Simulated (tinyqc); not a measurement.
From results back to parameters: Slater-Koster d bands of an fcc metal. Four cases, with inputs chosen for the exercise.

Problem. In an fcc d band with nearest neighbours E(t2g, Gamma) = 3 dds + 4 ddp + 5 ddd, E(eg, Gamma) = 1.5 dds + 6 ddp + 4.5 ddd, and at X = (1,0,0) the yz state has 3 dds - 4 ddp - 3 ddd. The three levels come from hidden integrals.

Find: dds, ddp, ddd.

Method. Three linear equations: the first less the third is 8 (ddp + ddd); twice the second less the first is 8 ddp + 4 ddd; their difference gives ddd.

Case 1.

levels (eV): t2g Gamma -0.5610, eg Gamma 0.6315, yz at X -2.1290

Solution.

dds, ddp, ddd (eV): -0.427  0.260  -0.064

Case 2.

levels (eV): t2g Gamma -0.8550, eg Gamma 2.1825, yz at X -5.6950

Solution.

dds, ddp, ddd (eV): -1.060  0.700  -0.095

Case 3.

levels (eV): t2g Gamma -0.3360, eg Gamma 0.6720, yz at X -1.8480

Solution.

dds, ddp, ddd (eV): -0.350  0.231  -0.042

Case 4.

levels (eV): t2g Gamma -1.9840, eg Gamma 0.6180, yz at X -4.7680

Solution.

dds, ddp, ddd (eV): -1.089  0.457  -0.109

Computed by tinyqc, one run a case: `OMP_NUM_THREADS=1 python tinyqc.py N N+1 out.jsonl` with N = 1481538, 1481639, 1481660, 1481663; one thread of a shared Intel(R) Xeon(R) Processor @ 2.30GHz, about 0.04 s a run at most.
